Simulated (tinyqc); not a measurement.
Trap depth and cross-section from two peaks.

Question. A DLTS peak lies where ew = sn g T^2 exp(-Et/kB T), g = vth Nc/(300 K)^2. Find Et and sn.

Inputs (values chosen for the exercise):
```
symbol    value   unit                                     meaning
Nc      2.31e18  cm^-3  conduction-band density of states at 300 K
vth       2.7e7   cm/s                   thermal velocity at 300 K
```

Constants: q = 1.602176634e-19 C, kB = 1.380649e-23 J/K. Results are converted to the units shown.

peak temperatures for ew = 20 and 500 1/s (K): [159.39982, 190.61411]

Answer. The slope of ln(ew/T^2) against q/kB T is -Et, and the intercept is ln(sn g).

Et = 0.240 eV
sn = 4.40e-17 cm^2

Program tinyqc, `OMP_NUM_THREADS=1 python tinyqc.py 2050128 2050129 out.jsonl`; Intel Xeon 2.30GHz, shared host, one thread, about 0.01 s.
